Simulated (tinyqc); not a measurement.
Inside a calculation: k.p values derived from sp3s* tight binding at Gamma. Values are carried at full precision from step to step, so a last printed digit may differ when a step is redone from the rounded ones.

At Gamma the states are two-level mixtures: s-like S+ (upper) and S- (lower) from [[Esa, Vss], [Vss, Esc]], p-like P- (valence) and P+ from [[Epa, Vxx], [Vxx, Epc]], and the bare s* levels. With real k in 1/angstrom and kz = 0, the phase sums over the four bonds are g0 = 1 - (a k/4)^2/2, g1 = i a kx/4, g3 = -(a/4)^2 kx ky to second order. Each mixture is written (anion, cation) with the anion part positive. c = hbar^2/2m0. No spin-orbit coupling.

Constants: hbar^2/2m0 = 3.80998211 eV angstrom^2.

Inputs chosen for the exercise (near a published set for AlAs, fitted to gaps, whose masses and valley positions are rough; not measured data): Esa = -7.543 eV (s level of the anion); Esc = -1.147 eV (s level of the cation); Epa = 0.97 eV (p level of the anion); Epc = 3.602 eV (p level of the cation); Vss = -6.569 eV (s-s); Vxx = 1.864 eV (px-px); a = 5.655 angstrom (lattice constant); Vsapc = 5.062 eV (s anion, p cation); Vscpa = 5.523 eV (s cation, p anion); Vxapc = 4.523 eV (s* anion, p cation); Vpaxc = 4.966 eV (p anion, s* cation); Exa = 7.398 eV (s* level of the anion); Exc = 6.822 eV (s* level of the cation); Vxy = 4.342 eV (px-py).

## States at Gamma

Solve the two blocks.

States:
```
state    E (eV)  anion part  cation part
S-     -11.6511     0.84786      0.53023
P-       0.0043     0.88791     -0.46003
S+       2.9611     0.53023     -0.84786
P+       4.5677     0.46003      0.88791
```

## Linear terms and the Kane energy

<s state|dH/dkx|x state> = i P with P = (a/4)(sa pc Vsapc + sc pa Vscpa), sa, sc and pa, pc being the parts of the two states; for s* on the anion P = (a/4) pc Vxapc, on the cation (a/4) pa Vpaxc. Ep = P^2/c for S+ to P-.

Couplings:
```
pair       P (eV angstrom)  E(first) - E(second) (eV)
S+ to P-           -7.6237                     2.9568
S+ to P+            0.3237                    -1.6067
S- to P-            0.8848                   -11.6553
s*a to P-          -2.9416                     7.3937
s*c to P-           6.2337                     6.8177
```

Ep = 15.255 eV

The two terms of S+ to P- have the same sign and add: S+ and P- both change sign from anion to cation. An on-site momentum element between s and p, which real atoms have, is absent from this model.

## Electron mass

m0/m = [<S+|d2H/dkx^2|S+>/2 + sum P^2/(E(S+) - E(P))]/c over P- and P+, with the direct term -(a/4)^2 sa sc Vss.

parts of m0/m: direct -1.549, from P- 5.159, from P+ -0.017

mass = 0.2783 m0

The valence band supplies 144 % of m0/m; the direct term, which stands in for the free-electron 1, is -1.55. S+ is not the lowest valley of AlAs; this is the mass of the Gamma level.

## Valence parameters L, M, N and the Luttinger values

Direct terms d0 = -(a/4)^2 pa pc Vxx, dN = -2 (a/4)^2 pa pc Vxy for P-. F = sum P^2/(E(P-) - E(s)) over S+, S-, s*a, s*c. The y state of P- couples to the z state of P+ through Q = (a/4) Vxy (pa p'c - pc p'a), primes for P+, and H1 = Q^2/(E(P-) - E(P+)). L = d0 + F, M = d0 + H1, N = dN + F + H1; g1 = -(L + 2M)/(3c), g2 = -(L - M)/(6c), g3 = -N/(6c).

d0, dN, F, Q, H1 (eV angstrom^2; Q in eV angstrom): 1.5217  7.0895  -26.4591  6.1385  -8.2571

L, M, N (eV angstrom^2): -24.937  -6.735  -27.627

g1, g2, g3: 3.360  0.796  1.209

Along [100] the masses without spin-orbit coupling are c/|L| = 0.153 (one band) and c/|M| = 0.566 (two bands).

## Checks

- Electron mass against a finite difference of the full bands: both 0.2783.
- L and M against finite differences along [100]: largest relative difference 6.7e-06.
- Lowest curvature along [111], (L + 2M + 2N)/3, against a finite difference: -31.221 against -31.220.

Computed by tinyqc, a small Python program: `OMP_NUM_THREADS=1 python tinyqc.py 1450423 1450424 out.jsonl` (the numbers bound the seed that draws the inputs); one thread of a shared host (Intel(R) Xeon(R) Processor @ 2.30GHz), about 0.01 s for the whole set of steps.
